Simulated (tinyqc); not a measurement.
Electron continuity equation in a given potential, Scharfetter-Gummel discretisation: one step of the calculation.

Steady state in one dimension: J = q mu n E + q D dn/dx with E = -dpsi/dx and D = mu Vt, dJ/dx = 0, fixed densities nL and nR at the ends. The potential is given, psi = U (x/L)^2, and is not changed by the electrons.

Problem. Densities and current. B(d) = d/(exp(d) - 1) with d_i = (psi_(i+1) - psi_i)/Vt; b and f are the diagonal and right side of the balance equations. Solve B(-d_(i-1)) n_(i-1) + b_i n_i + B(d_i) n_(i+1) = f_i (end values already in f), then J_i = (q D/h) [n_(i+1) B(d_i) - n_i B(-d_i)], h = L/10, D = mu Vt.

Parameters, values chosen for the exercise; mobility close to that of 4H silicon carbide at room temperature:
- T = 300 K (temperature)
- mu = 897 cm^2/(V s) (electron mobility)
- L = 0.48 um (length of the region)
- nL = 1.3e14 cm^-3 (density at x = 0)
- nR = 0 cm^-3 (density at x = L)

Constants: q = 1.602176634e-19 C, kB = 1.380649e-23 J/K, Vt = kB T/q. Results are converted to the units shown.

```
interval       B(d_i)    B(-d_i)
0          0.84287366  1.1755365
1          0.58265828  1.5806468
2          0.38891829  2.0522326
3          0.25136516  2.5800051
4          0.15787045  3.1518361
5         0.096720127  3.7560115
6         0.058020061  4.3826371
7         0.034194549  5.0241373
8         0.019857456  5.6751260
9         0.011390444  6.3319846
```

```
node  diagonal b  right side f (cm^-3)
1     -2.4235205         -1.5281975e14
2     -2.6348908                     0
3     -2.9689234                     0
4     -3.4032013                     0
5     -3.9138820                     0
6     -4.4793573                     0
7     -5.0821574                     0
8     -5.7093205                     0
9     -6.3518421                     0
```

Give: n; J.

Solution.

n, node 0 to 10 (cm^-3): 1.3000e14  7.5240e13  5.0676e13  3.7534e13  2.9584e13  2.4334e13  2.0636e13  1.7902e13  1.5803e13  1.4119e13  0
J, interval 0 to 9 (A/cm^2): -69.199  -69.199  -69.199  -69.199  -69.199  -69.199  -69.199  -69.199  -69.199  -69.199

Range of the model: The drift velocity mu E exceeds 1e7 cm/s somewhere, where real mobilities no longer stay constant.

tinyqc, about 0.01 s, one thread, Intel Xeon 2.30GHz (shared host): `OMP_NUM_THREADS=1 python tinyqc.py 2220105 2220106 out.jsonl`
